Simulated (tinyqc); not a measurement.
Inside a calculation. Model: kinetics of strain relaxation and threading dislocations in mismatched semiconductor layers. Computed by tinyqc, a small Python program that keeps every step. Command: `OMP_NUM_THREADS=1 python tinyqc.py 3021027 3021028 out.jsonl threading walk`. One thread of a shared host (Intel(R) Xeon(R) Processor @ 2.30GHz), about 0.01 s of CPU time with the checks. Intermediate numbers are printed to about 6 digits and carried at full precision; extremes and crossings named in words are read from the listed rows.

60-degree dislocations on {111} planes of a (001) layer, isotropic elasticity. The Schmid factor is 1/sqrt(6), and a misfit segment relieves strain with b/2.

Inputs (values chosen for the exercise, modelled on Si(0.8)Ge(0.2) on Si):
```
quantity                                      value          unit
misfit f                                    0.00765             -
shear modulus G                                64.7           GPa
Poisson ratio nu                               0.27             -
Burgers vector b                               3.88      angstrom
glide activation energy Q                      2.12            eV
velocity prefactor v0                         34000   m/s per MPa
layer thickness h                               160            nm
anneal temperature T                            873             K
anneal time t                                  4400             s
initial thread density rho_0                 470000        1/cm^2
multiplication constant delta                 34000           1/m
grading rate (misfit per thickness) R_f      0.0095  1/micrometre
growth temperature of the buffer T_g           1053             K
growth rate R_g                                0.93          nm/s
reaction radius r_A                              22            nm
final thickness of a thick uniform layer H     0.34    micrometre
aspect ratio of a trench                       0.78             -
```

Sources: fixed density of threads.

Constants: k_B = 8.617333262e-05 eV/K.

## Excess stress and glide velocity at the start

Excess resolved stress tau = (1/sqrt 6) [2 G (1 + nu)/(1 - nu)] (e - e_eq), e_eq = b (1 - nu/4) [ln(h/b) + 1]/(4 pi (1 + nu) h), the Matthews-Blakeslee strain of an uncapped layer; glide velocity v = v0 tau exp(-Q/(k_B T)), tau in MPa.

equilibrium strain e_eq = 9.94954e-04

excess stress tau = 611.633 MPa

mobility v/tau = 1.96265e-08 m/s per MPa

initial velocity = 12.0042 micrometre/s

The layer carries 7.7 times its equilibrium strain. In the anneal time a thread would run 53000 micrometre at this speed.

## Relaxation in the anneal

Threads run in two directions, so de/dt = -(b/4) rho v, with rho fixed. With x = e - e_eq, x0 = f - e_eq (fully strained at t = 0) and v = m S x (m the mobility, S x = tau): x = x0 exp(-t/t_r), t_r = 4/(b rho_0 m S). The half time is that at which x = x0/2.

strain left e = 0.00117350

share of the excess strain relieved = 97.3172 %

thread density = 470000 1/cm^2

half time = 842.896 s

Most of the excess strain is gone. The misfit lines laid down are 0.030 micrometre apart. Caution: blocking of threads by crossing misfit lines, left out here, leaves real layers with more strain.

## Anneal temperature

The formulas are those given above.

After the time t:
```
T (K)  first velocity (micrometre/s)  relieved (%)  threads (1/cm^2)  half time (s)
714                      2.25903e-02        0.6786            470000    4.47904e+05
740                      7.58029e-02        2.2589            470000    1.33481e+05
771                      2.88545e-01        8.3298            470000    3.50666e+04
795                      7.56068e-01       20.3791            470000    1.33828e+04
825                      2.32952e+00       50.4488            470000    4.34350e+03
844                      4.55838e+00       74.6904            470000    2.21971e+03
872                      1.16225e+01       96.9900            470000    8.70581e+02
917                      4.64060e+01       99.9999            470000    2.18038e+02
```

The half time follows exp(Q/(k_B T)), a decade for each 64 K near 825 K. Relief goes from 20 % at 795 K to 74.7 % at 844 K: with a fixed density the onset is gradual, and more threads relax the layer sooner. Caution: rows with more than 50 % relieved leave out blocking by crossing misfit lines, which slows real layers.

## Graded buffer

In steady grading, strain is fed at R_f R_g and relieved at (b/4) rho v. As a glide-limited estimate, the driving stress is taken as the mean stress of the strained top zone, whose depth z solves R_f z/2 = e_eq(z), with strain R_f z at the surface; tau_g = S R_f z/2 is its mean; then rho = 4 R_f R_g/(b m tau_g), m = v0 exp(-Q/(k_B T_g)), S = (1/sqrt 6) 2 G (1 + nu)/(1 - nu), e_eq(z) = b (1 - nu/4) [ln(z/b) + 1]/(4 pi (1 + nu) z).

depth z of the strained zone = 184.948 nm

stress tau_g = 80.7390 MPa

thread density of the buffer = 46498.0 1/cm^2

buffer thickness f/R_f = 0.805263 micrometre

Raising T_g by 50 K would lower this density by a factor 2.9: fast glide lets few threads do the work. Caution: real buffers seldom go below 1e5 /cm^2, as pile-ups and nucleation take over; this value is a lower bound.

## Thick uniform layer and trapping in a trench

A separate case, a thick relaxed layer. Pair reactions during growth: d rho/dh = -K rho^2 with K = 2 r_A tan(psi) and threads inclined by psi = 45 degrees (the <110> lines of {111} planes), so rho = 1/(K H) for a layer that starts with far more threads than that, as highly mismatched layers do. In a trench along [110] a thread on {111} rises at 54.74 degrees across the width, and leaves through the wall below the height w tan(54.74 degrees) = sqrt(2) w; the share of threads, evenly spread over the floor, that reach the top is max(0, 1 - a/sqrt 2) for the aspect ratio a.

thread density at H = 6.68449e+09 1/cm^2

share that reaches the top = 0.448457

The trench is too shallow to trap all. Thickness alone needs 2300 micrometre for 1e6 /cm^2. Caution: at this small misfit a layer may start with fewer threads than 1/(K H), which is then only an upper bound.

Checks made by the program: strain against numerical integration (relative difference below 1e-10).
